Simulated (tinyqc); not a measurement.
Domain walls in a thin film with perpendicular anisotropy: Bloch, Neel and chiral walls, motion and stripe domains. Inputs raised by 5 %, one at a time. Computed by tinyqc, a small Python program. Command: `OMP_NUM_THREADS=1 python tinyqc.py 3000930 3000931 out.jsonl mwall sens`. One thread of a shared host (Intel(R) Xeon(R) Processor @ 2.30GHz), about 0.03 s of CPU time with the checks.

One-dimensional wall: polar angle theta(x), azimuth phi of the moment in the wall (phi = 0 Neel, 90 degrees Bloch). mu_0 = 1.25663706212e-6 T m/A, gamma = 1.76085963023e11 rad/(s T).

Inputs (values chosen for the exercise, for a model film):

| quantity | value | unit |
|---|---|---|
| saturation magnetisation M_s | 1340 | kA/m |
| exchange stiffness A | 23 | pJ/m |
| uniaxial anisotropy K_u | 1300 | kJ/m^3 |
| DMI constant D | 2.2 | mJ/m^2 |
| thickness t | 1.3 | nm |
| damping alpha | 0.045 | - |
| current density J | 0.8 | 1e12 A/m^2 |
| spin Hall angle theta_SH | 0.23 | - |

Drive: spin-orbit torque.

Constants: hbar = 1.054571817e-34 J s; e = 1.602176634e-19 C.

Method:
- K_eff = K_u - mu_0 M_s^2/2; Delta = sqrt(A/K_eff); sigma_0 = 4 sqrt(A K_eff); profile theta = 2 arctan exp(x/Delta); quality factor Q = 2 K_u/(mu_0 M_s^2).
- sigma(phi) = sigma_0 + 2 Delta K_D cos^2(phi) - pi D cos(phi), with the wall shape anisotropy K_D = N_x mu_0 M_s^2/2, N_x = t ln 2/(pi Delta). The minimum has cos(phi) = D/D_N for D < D_N = 4 Delta K_D/pi and phi = 0 beyond; sigma turns negative at D_c = (sigma_0 + 2 Delta K_D)/pi.
- Spin-orbit drive: B_SL = hbar theta_SH J/(2 e M_s t) acts as the field (pi/2) B_SL cos(phi). Steady state: v = (gamma Delta/alpha)(pi/2) B_SL cos(phi) = gamma Delta [B_D sin(phi) - (B_K/2) sin(2 phi)], B_K = 2 K_D/M_s, B_D = pi D/(2 M_s Delta); the root with phi between its rest value and 90 degrees; v saturates at v_D = gamma Delta B_D.

Runs:

| input moved | from | to | width parameter Delta (nm) | wall energy sigma (mJ/m^2) | D_N (mJ/m^2) | saturation velocity v_D (m/s) |
|---|---|---|---|---|---|---|
| base run | - | - | 11.571 | 1.6867 | 0.41202 | 454.11 |
| exchange stiffness A (pJ/m) | 23 | 24.15 | 11.857 | 1.8831 | 0.41202 | 454.11 |
| uniaxial anisotropy K_u (kJ/m^3) | 1300 | 1365 | 9.856 | 3.0705 | 0.41202 | 454.11 |
| DMI constant D (mJ/m^2) | 2.2 | 2.31 | 11.571 | 1.3412 | 0.41202 | 476.82 |
| damping alpha | 0.045 | 0.04725 | 11.571 | 1.6867 | 0.41202 | 454.11 |
| current density J (1e12 A/m^2) | 0.8 | 0.84 | 11.571 | 1.6867 | 0.41202 | 454.11 |
| spin Hall angle theta_SH | 0.23 | 0.2415 | 11.571 | 1.6867 | 0.41202 | 454.11 |

Exponents ln(y'/y) / ln(x'/x):

| input | width parameter Delta | wall energy sigma | D_N | saturation velocity v_D |
|---|---|---|---|---|
| exchange stiffness A | 0.500 | 2.257 | 0 | 0 |
| uniaxial anisotropy K_u | -3.289 | 12.278 | 0 | 0 |
| DMI constant D | 0.000 | -4.699 | 0 | 1 |
| damping alpha | 0.000 | 0.000 | 0 | 0 |
| current density J | 0.000 | 0.000 | 0 | 0 |
| spin Hall angle theta_SH | 0.000 | 0.000 | 0 | 0 |

To which inputs is each result most sensitive?

Among the inputs moved here: width parameter Delta answers most in size to uniaxial anisotropy K_u (exponent -3.289), next to exchange stiffness A (+0.500); its exponent is below 0.0005 for DMI constant D, damping alpha, current density J, spin Hall angle theta_SH. Its exponent +0.500 in exchange stiffness A: sqrt(A/K). Wall energy sigma answers most in size to uniaxial anisotropy K_u (exponent +12.278), next to DMI constant D (-4.699); its exponent is below 0.0005 for damping alpha, current density J, spin Hall angle theta_SH. D_N hardly depends on these (all exponents below 0.005). Saturation velocity v_D answers most in size to DMI constant D (exponent +1.000); its exponent is below 0.0005 for exchange stiffness A, uniaxial anisotropy K_u, damping alpha, current density J, spin Hall angle theta_SH. Its exponent +1.000 in DMI constant D: v_D = pi gamma D/(2 M_s).

Caution (all rows): pinning, heating and tilting of the wall are left out.
